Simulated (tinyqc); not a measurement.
Linear model of a band gap against the share of exact exchange, step by step. Values are carried at full precision from step to step, so a last printed digit may differ when a step is redone from the rounded ones.

E(alpha) = E0 + S alpha. A wider gap screens less, modelled in the Penn form eps(alpha) = 1 + (e0 - 1)(EP/(EP + S alpha))^2 with a scale EP chosen for the exercise. A dielectric-dependent hybrid takes alpha = 1/eps.

Inputs chosen for the exercise (of the order of those of Al2O3; shifted at random, so the results belong to these values and not to a real crystal):
- E0 = 6.09 eV (gap of the semi-local functional)
- S = 9.38 eV (slope dE/d(alpha))
- e0 = 3.38 (optical dielectric constant at alpha = 0)
- EP = 25.1 eV (energy scale of the screening)
- Et = 8.67 eV (target gap)
- a_start = 0.25 (starting alpha)
- fv = 0.57 (share of the opening taken by the valence edge)
- Ed = 4.69 eV (defect level above the semi-local valence top)
- cd = -0.29 (shift of the level per unit opening, on the scale of the mean potential)

## Fixed shares

Gap, error against the target and eps for alpha = 0, 0.25 and 1/e0; and the alpha that meets the target, (Et - E0)/S.

Results:
```
alpha   E (eV)  E - Et (eV)    eps
0.0000   6.090       -2.580  3.380
0.2500   8.435       -0.235  2.991
0.2959   8.865        0.195  2.930
```

alpha for the target = 0.2751

A quarter of exact exchange falls short of the target by 0.23 eV: the material needs 0.275, and 1/e0 = 0.296 lies closer to it than 0.25 does.

## Self-consistent share

Iterate alpha -> 1/eps(alpha) seven times from a_start. The fixed point solves alpha eps(alpha) = 1; the contraction factor there is 2 (eps - 1) S/((EP + S alpha) eps^2).

Iterates:
```
step    alpha     eps  E (eV)
0     0.25000  2.9907  8.4350
1     0.33437  2.8806  9.2264
2     0.34715  2.8648  9.3462
3     0.34907  2.8624  9.3642
4     0.34936  2.8621  9.3670
5     0.34940  2.8620  9.3674
6     0.34941  2.8620  9.3674
7     0.34941  2.8620  9.3674
```

fixed point = 0.34941
contraction factor = 0.1503

The factor is positive, so the iterates approach from one side, the error shrinking to 0.15 of itself each step; the gap is within 0.01 eV of its limit from step 3. Self-consistency moves the gap by +0.502 eV against the one-shot choice 1/e0, since a wider gap screens less.

## Band edges and a deep level

The opening c = S alpha lowers the valence top by fv c and raises the conduction edge by (1 - fv) c, both against the mean potential; the level moves by cd c. Use the fixed point. Compare with stretching the level in proportion to the gap and with pinning it to either edge.

opening c = 3.277 eV

shifts of the valence and conduction edges (eV): [-1.868, 1.409]

level above the valence top = 5.608 eV
level below the conduction edge = 3.760 eV

level above the valence top: stretched, tied to the valence edge, tied to the conduction edge (eV): [7.214, 4.690, 7.967]

The three recipes err by +1.61, -0.92 and +2.36 eV against alignment through the mean potential. With cd = -0.29 the level moves with the valence edge, by 0.51 times as much as that edge.

## Checks

- Fixed point by bisection against 60 substitutions: both 0.34941.

(tinyqc, `OMP_NUM_THREADS=1 python tinyqc.py 1880830 1880831 out.jsonl`, Intel(R) Xeon(R) Processor @ 2.30GHz, 1 thread, shared host, about 0.01 s.)
